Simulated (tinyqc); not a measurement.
Ground and coupling capacitance from two measurements.

Question. A line has Cg to the planes and Cc to each of two neighbours. Find Cg, Cc, the load when both neighbours switch in antiphase, and the pulse on the line when it floats and both neighbours swing by Vx.

Parameters, values chosen for the exercise:

| symbol | value | unit | meaning |
|---|---|---|---|
| Vx | 0.7 | V | swing |

capacitance with neighbours driven alike and with neighbours grounded (aF/um): 110  162

Solution. Driven alike, Cc carries no charge, which leaves Cg; grounded neighbours give Cg + 2 Cc, antiphase Cg + 4 Cc; a floating line divides the swing as 2 Cc/(Cg + 2 Cc).

Cg = 110.0 aF/um
Cc = 26.00 aF/um
load in antiphase = 214.0 aF/um
pulse = 0.2247 V

Program tinyqc, `OMP_NUM_THREADS=1 python tinyqc.py 2790210 2790211 out.jsonl`; Intel Xeon 2.30GHz, shared host, one thread, about 0.7 s.
